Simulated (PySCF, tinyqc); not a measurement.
Worked calculation: G0W0 on RHF in the sto-3g basis, for BeH+, spin multiplicity 1. The lowest restricted solution is unstable here: a spin-polarised one lies 0.0009 hartree lower (PySCF). One step of it, computed by the program tinyqc.

Question. Orthogonalisation. S = U s U^T; symmetric (Loewdin) form X = U s^(-1/2) U^T, so that X^T S X = 1.

overlap S, order 1Be 1s, 1Be 2s, 1Be 2px, 1Be 2py, 1Be 2pz, 2H 1s:
$$\begin{pmatrix}
1.000000 & 0.259517 & 0.000000 & 0.000000 & 0.000000 & 0.030841 \\
0.259517 & 1.000000 & 0.000000 & 0.000000 & 0.000000 & 0.321141 \\
0.000000 & 0.000000 & 1.000000 & 0.000000 & 0.000000 & 0.000000 \\
0.000000 & 0.000000 & 0.000000 & 1.000000 & 0.000000 & 0.000000 \\
0.000000 & 0.000000 & 0.000000 & 0.000000 & 1.000000 & 0.406712 \\
0.030841 & 0.321141 & 0.000000 & 0.000000 & 0.406712 & 1.000000
\end{pmatrix}$$

Give: eigenvalues of S; X.

Answer.

eigenvalues of S: [0.4627, 0.7970, 1.0000, 1.0000, 1.1834, 1.5569]

X, order 1Be 1s, 1Be 2s, 1Be 2px, 1Be 2py, 1Be 2pz, 2H 1s:
$$\begin{pmatrix}
1.0275 & -0.1422 & 0.0000 & 0.0000 & -0.0081 & 0.0217 \\
-0.1422 & 1.0782 & 0.0000 & 0.0000 & 0.0634 & -0.2005 \\
0.0000 & 0.0000 & 1.0000 & 0.0000 & 0.0000 & 0.0000 \\
0.0000 & 0.0000 & 0.0000 & 1.0000 & 0.0000 & 0.0000 \\
-0.0081 & 0.0634 & 0.0000 & 0.0000 & 1.0779 & -0.2473 \\
0.0217 & -0.2005 & 0.0000 & 0.0000 & -0.2473 & 1.1273
\end{pmatrix}$$
